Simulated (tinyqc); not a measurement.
BCS gap equation with a constant attraction inside the Debye window: one step, computed by the program tinyqc. Command: `OMP_NUM_THREADS=1 python tinyqc.py 3024572 3024573 out.jsonl bcs walk`. One thread of a shared host (Intel(R) Xeon(R) Processor @ 2.30GHz), about 0.01 s of CPU time with the checks.

Pairs attract with strength V for |xi| < k_B Theta; N(0) is the density of states for one spin. Energies are given as temperatures (E/k_B, in K) unless marked.

Problem. Lengths and fields. xi_0 = hbar v_F/(pi Delta_0); lambda_L = sqrt(m_0 eps_0 c^2/(n e^2)); N(0) = 3 n/(2 m_0 v_F^2) for one spin; condensation energy N(0) Delta_0^2/2 = B_c^2/(2 mu_0), mu_0 = 1/(eps_0 c^2); with scattering lambda = lambda_L sqrt(1 + xi_0/l) in the local limit (where xi_0 and l both exceed lambda, nonlocal response makes the true depth larger); Ginzburg-Landau kappa = 0.96 lambda_L/xi_0 + 0.72 lambda_L/l. Free-electron mass throughout; heavier carriers, as in niobium or vanadium, give a larger lambda_L and kappa and can make the metal type II.

Inputs (values chosen for the exercise, modelled on lead): Debye temperature Theta = 95.8 K; Fermi velocity v_F = 1.7e+06 m/s; electron density n = 13.7 1e28/m^3; mean free path l = 31 nm.

Solver: bisection.

Delta_0 = 12.61544 K

Constants: hbar = 1.054571817e-34 J s; k_B = 1.380649e-23 J/K; m_0 = 9.1093837015e-31 kg; eps_0 = 8.8541878128e-12 F/m; c = 299792458 m/s; e = 1.602176634e-19 C.

Give: coherence length xi_0; London depth lambda_L; critical field B_c(0); depth with scattering; Ginzburg-Landau kappa.

Solution.

coherence length xi_0 = 327.6 nm

London depth lambda_L = 14.36 nm

critical field B_c(0) = 54.55 mT

depth with scattering = 48.83 nm

Ginzburg-Landau kappa = 0.3755

Kappa lies below 1/sqrt(2): type I, and the sample is dirty, l well below xi_0.
